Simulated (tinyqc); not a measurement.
# Thin-film transistor with exponential tail and deep states, accumulation layer: effects of single changes

An undoped film in accumulation, thicker than the space-charge layer. With band bending psi the Fermi level lies E0 - psi below the band edge. Free electrons n = n0 exp(psi/Vt) carry the current; electrons in two exponential distributions of traps, a = a0 exp(psi/Va) and d = d0 exp(psi/Vp), do not. Linear regime, ohmic contacts, traps in equilibrium.

Parameters, values chosen for the exercise; values close to those of an organic semiconductor: temperature T = 290 K; relative permittivity of the semiconductor eps_r = 3.2; density of extended states Nc = 9.5e19 cm^-3; band mobility mb = 2.9 cm^2/(V s); total density of tail states Nt = 9.4e19 cm^-3; characteristic temperature of the tail Tt = 460 K; total density of deep states Nd = 3e17 cm^-3; characteristic temperature of the deep states Td = 1300 K; bulk Fermi level below the band edge E0 = 0.55 eV; gate capacitance Ci = 12 nF/cm^2; ratio W/L WL = 10; drain voltage Vd = 0.05 V; gate voltage above flat band Vg = 34 V.

Constants: q = 1.602176634e-19 C, kB = 1.380649e-23 J/K, Vt = kB T/q, eps0 = 8.8541878128e-14 F/cm where lengths are in cm. Results are converted to the units shown.

Each table varies one quantity; the others keep the values above.

## Transfer curve

Va = kB Tt/q, Vp = kB Td/q; n0 = Nc exp(-E0/Vt), a0 = Nt th(T/Tt) exp(-E0/Va), d0 = Nd th(T/Td) exp(-E0/Vp), th(x) = pi x/sin(pi x). G(psi) = sum over the three kinds of c0 [V (exp(psi/V) - 1) - psi], field F = sqrt(2 q G/(eps0 eps_r)); Vg = psi + eps0 eps_r F/Ci at the surface. Total charge Q = Ci (Vg - psi_s); free charge Qf = q times the integral of n0 (exp(psi/Vt) - 1)/F over psi from 0 to psi_s; I = (W/L) mb Qf Vd; effective mobility mb Qf/Q. The last column is d ln I/d ln Vg.

Result of one run:
```
Vg (V)	E0 - psi_s (eV)	Q (nC/cm^2)	free share (%)	effective mobility (cm^2/(V s))	I (nA)	exponent
5.9	0.2067	66.68	0.8744	0.02536	0.8454	2.471
```

What becomes of these results when the gate voltage above flat band Vg is changed from 5.9 to 1.4 V, all else the same?

Result of the changed run:
```
Vg (V)	E0 - psi_s (eV)	Q (nC/cm^2)	free share (%)	effective mobility (cm^2/(V s))	I (nA)	exponent
1.4	0.3439	14.33	0.07553	0.002190	0.01569	3.049
```

The whole series:
```
Vg (V)	E0 - psi_s (eV)	Q (nC/cm^2)	free share (%)	effective mobility (cm^2/(V s))	I (nA)	exponent
1.4	0.3439	14.33	0.07553	0.002190	0.01569	3.049
2.2	0.2979	23.38	0.1787	0.005181	0.06056	2.900
3.6	0.2509	39.61	0.4149	0.01203	0.2383	2.665
5.9	0.2067	66.68	0.8744	0.02536	0.8454	2.471
9.6	0.1653	110.6	1.693	0.04910	2.715	2.330
16	0.1235	186.9	3.197	0.09271	8.663	2.217
26	0.08512	306.4	5.587	0.1620	24.82	2.120
42	0.04848	498.0	9.280	0.2691	67.01	2.019
68	0.01310	809.6	14.70	0.4262	172.5	1.904
```

The current rises from 0.0157 to 173 nA and the free share rises from 0.0755 to 14.7 %; the exponent falls from 3.05 to 1.90. If one kind of trap held all the charge, I would go as Q^(2 Tx/T - 1): 7.97 for the deep states, 2.17 for the tail and 1 for free electrons alone. For Vg = 42 to 68 V the surface Fermi level is within 2 Vt of the band edge, where the exponential forms fail. For Vg = 26 to 68 V the th form, which assumes a Fermi level far below the edge, overcounts the filled tail at the surface by more than 15 %.

## Effect of the total density of deep states

Same model as above.

Effect of the total density of deep states:
```
Nd (cm^-3)	E0 - psi_s (eV)	Q (nC/cm^2)	free share (%)	effective mobility (cm^2/(V s))	I (nA)
3e16	0.06410	402.2	7.621	0.2210	44.44
7.3e16	0.06416	402.2	7.595	0.2203	44.29
1.8e17	0.06430	402.2	7.532	0.2184	43.92
4.2e17	0.06462	402.2	7.395	0.2145	43.13
1e18	0.06540	402.2	7.083	0.2054	41.31
2.5e18	0.06745	402.2	6.363	0.1845	37.11
6e18	0.07236	402.3	5.005	0.1452	29.19
```

As Nd goes from 3e16 to 6e18 cm^-3, the free share falls from 7.62 to 5.01 %, the distance of the Fermi level from the edge rises from 0.0641 to 0.0724 eV and the current falls from 44.4 to 29.2 nA. Q varies by only 0.025 %: the gate sets the charge, the traps decide how much of it moves. In every row the th form, which assumes a Fermi level far below the edge, overcounts the filled tail at the surface by more than 15 %.

Numbers from tinyqc (`OMP_NUM_THREADS=1 python tinyqc.py 2610054 2610055 out.jsonl`; about 0.02 s on one thread of a shared Intel Xeon 2.30GHz).
